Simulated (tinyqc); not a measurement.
## Index ratio and exit index from two stacks

Question. A quarter-wave stack has T0 = 4 y/(1 + y)^2 with y = (ns/n0)(nL/nH)^(2 N), and y < 1 here. Find nH/nL and ns/n0.

T0 for N = 31 and 33 pairs (%): 0.05197088678  0.02918232190

Answer. sqrt(1 - T0) = |1 - y|/(1 + y) gives y for each stack; two more pairs multiply y by (nL/nH)^4.

nH/nL = 1.155
ns/n0 = 0.9989

Numbers from tinyqc (`OMP_NUM_THREADS=1 python tinyqc.py 2650119 2650120 out.jsonl`; about 0.01 s on one thread of a shared Intel Xeon 2.30GHz).
